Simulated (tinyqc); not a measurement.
Worked calculation: CIS on RHF in the sto-3g basis, for H3+, spin multiplicity 1. Computed by tinyqc, a small Python program that keeps every step (integrals from PySCF). Settings: charge = 1, multiplicity = 1, basis = sto-3g, method = RHF, energy threshold = 1e-10, iteration cap = 52, orthogonalisation = symmetric, start = atomic densities, DIIS depth = 6. Command: `OMP_NUM_THREADS=1 python tinyqc.py 20961 20962 out.jsonl` (the two numbers bound the seeds that draw the settings). One thread of a shared host (Intel(R) Xeon(R) Processor @ 2.60GHz), about 0.06 s of CPU time with the checks. The early iterations of the SCF are left out here.

## One-electron integrals

Geometry (angstrom):
```
atom,x,y,z
H,0.000000,0.000000,0.000000
H,0.000000,0.000000,0.901000
H,0.000000,0.781000,0.451000
```

Basis sto-3g: exponents (1/bohr^2) and contraction coefficients of normalised primitives:
```
element,l (shell),exponent,coefficient
H,s (1),3.425251,0.154329
H,s (1),0.623914,0.535328
H,s (1),0.168855,0.444635
```

Overlap, kinetic and nuclear-attraction integrals over the contracted functions; the nuclear repulsion is the sum of Za Zb / Rab.

nuclear repulsion = 1.76116383 hartree

overlap S:
```
,1H 1s,2H 1s,3H 1s
1H 1s,1.000000,0.556564,0.556025
2H 1s,0.556564,1.000000,0.556336
3H 1s,0.556025,0.556336,1.000000
```

kinetic energy T (hartree):
```
,1H 1s,2H 1s,3H 1s
1H 1s,0.760032,0.152227,0.151833
2H 1s,0.152227,0.760032,0.152060
3H 1s,0.151833,0.152060,0.760032
```

nuclear attraction V (hartree):
```
,1H 1s,2H 1s,3H 1s
1H 1s,-2.347571,-1.266240,-1.264812
2H 1s,-1.266240,-2.347830,-1.265636
3H 1s,-1.264812,-1.265636,-2.347382
```

core Hamiltonian H = T + V (hartree):
```
,1H 1s,2H 1s,3H 1s
1H 1s,-1.587539,-1.114013,-1.112979
2H 1s,-1.114013,-1.587798,-1.113576
3H 1s,-1.112979,-1.113576,-1.587350
```

## Two-electron integrals

Functions are numbered as in S; the eight-fold symmetry (ij|kl) = (ji|kl) = (kl|ij) leaves the list below.

Two-electron integrals (ij|kl) in chemists' order, unique and non-zero (hartree):
```
i,j,k,l,(ij|kl)
1,1,1,1,0.774606
2,1,1,1,0.357405
2,1,2,1,0.203398
2,2,1,1,0.511443
2,2,2,1,0.357405
2,2,2,2,0.774606
3,1,1,1,0.356965
3,1,2,1,0.185714
3,1,2,2,0.295335
3,1,3,1,0.202959
3,2,1,1,0.295436
3,2,2,1,0.185812
3,2,2,2,0.357219
3,2,3,1,0.185643
3,2,3,2,0.203212
3,3,1,1,0.511141
3,3,2,1,0.295510
3,3,2,2,0.511315
3,3,3,1,0.356965
3,3,3,2,0.357219
3,3,3,3,0.774606
```

## Orthogonalisation

S = U s U^T; symmetric (Loewdin) form X = U s^(-1/2) U^T, so that X^T S X = 1.

eigenvalues of S: 0.443379  0.444004  2.112617

X:
```
,1H 1s,2H 1s,3H 1s
1H 1s,1.230160,-0.271420,-0.270724
2H 1s,-0.271420,1.230410,-0.271126
3H 1s,-0.270724,-0.271126,1.229977
```

## Iteration 4 (converged): orbitals

converged F (hartree):
```
,1H 1s,2H 1s,3H 1s
1H 1s,-0.853461,-0.839054,-0.838476
2H 1s,-0.839054,-0.853732,-0.838810
3H 1s,-0.838476,-0.838810,-0.853262
```

Diagonalise F' = X^T F X, C = X C', fill 1 alpha and 1 beta electrons from the bottom; D = 2 C_occ C_occ^T. Each column has its largest component positive (the first on a tie).

F' = X^T F X (hartree):
```
,1,2,3
1,-0.421452,-0.388636,-0.387942
2,-0.388636,-0.421409,-0.388342
3,-0.387942,-0.388342,-0.421485
```

orbital energies (hartree): MO1 -1.198062, MO2 -0.033566, MO3 -0.032718

coefficients C:
```
,MO1,MO2,MO3
1H 1s,0.397202,-0.903956,-0.827857
2H 1s,0.397380,-0.264225,1.197230
3H 1s,0.397072,1.168452,-0.369727
```

D after iteration 4:
```
,1H 1s,2H 1s,3H 1s
1H 1s,0.315539,0.315680,0.315436
2H 1s,0.315680,0.315822,0.315577
3H 1s,0.315436,0.315577,0.315332
```

## Convergence

Stop when the energy changes by less than 1e-10 hartree and every element of the error matrix X^T (F D S - S D F) X is below 3e-06.

Course of the cycle:
```
iteration,E (hartree),change,largest element of the error matrix
1,-0.69725407,-,1.34e-04
2,-1.24252963,-5.45e-01,2.05e-05
3,-1.24252963,-2.97e-10,4.84e-06
4,-1.24252963,-1.76e-11,7.60e-09
```

PySCF RHF in the same basis = -1.24252963 hartree

Converged in 4 iterations.

## Integrals over molecular orbitals

(pq|rs) = sum C_ip C_jq C_kr C_ls (ij|kl), one index at a time.

one-electron integrals over orbitals h = C^T H C (hartree):
```
,1,2,3
1,-1.805632,0.000065,-0.000086
2,0.000065,-1.068703,0.000000
3,-0.000086,0.000000,-1.068094
```

Two-electron integrals over orbitals (pq|rs), unique and non-zero (hartree):
```
p,q,r,s,(pq|rs)
1,1,1,1,0.607570
2,1,1,1,-0.000065
2,1,2,1,0.143778
2,2,1,1,0.589457
2,2,2,1,0.055487
2,2,2,2,0.669203
3,1,1,1,0.000086
3,1,2,1,1.61e-08
3,1,2,2,-0.072599
3,1,3,1,0.143779
3,2,1,1,2.75e-08
3,2,2,1,-0.072675
3,2,2,2,-0.000053
3,2,3,1,-0.055466
3,2,3,2,0.072903
3,3,1,1,0.589577
3,3,2,1,-0.055525
3,3,2,2,0.523484
3,3,3,1,0.072648
3,3,3,2,0.000053
3,3,3,3,0.669263
```

## CIS matrix, singlets

A(ia,jb) = (e_a - e_i) d_ij d_ab + 2 (ia|jb) - (ij|ab).

CIS matrix A, singlet (hartree):
```
,1>2,1>3
1>2,0.862593,0.000000
1>3,0.000000,0.863324
```

## CIS singlet states

dipole integrals <i|r|a> (bohr):
```
,x,y,z
1>2,0.000000,0.875451,0.277061
1>3,0.000000,-0.276957,0.875123
```

Diagonalise A (1 hartree = 27.211386 eV); each vector has its largest component positive (the first on a tie). The transition dipole is mu = sqrt2 sum c_ia <i|r|a>.

singlet excitation energies (eV): 23.472364  23.492254

lowest vectors:
```
,state 1,state 2
1>2,1.000000,0.000007
1>3,-0.000007,1.000000
```

oscillator strengths 2/3 w |mu|^2: 0.969760  0.969853

## CIS matrix, triplets

A(ia,jb) = (e_a - e_i) d_ij d_ab - (ij|ab).

CIS matrix A, triplet (hartree):
```
,1>2,1>3
1>2,0.575038,0.000000
1>3,0.000000,0.575766
```

## CIS triplet states

Diagonalise A (1 hartree = 27.211386 eV); each vector has its largest component positive (the first on a tie).

triplet excitation energies (eV): 15.647580  15.667403

lowest vectors:
```
,state 1,state 2
1>2,1.000000,-0.000038
1>3,0.000038,1.000000
```
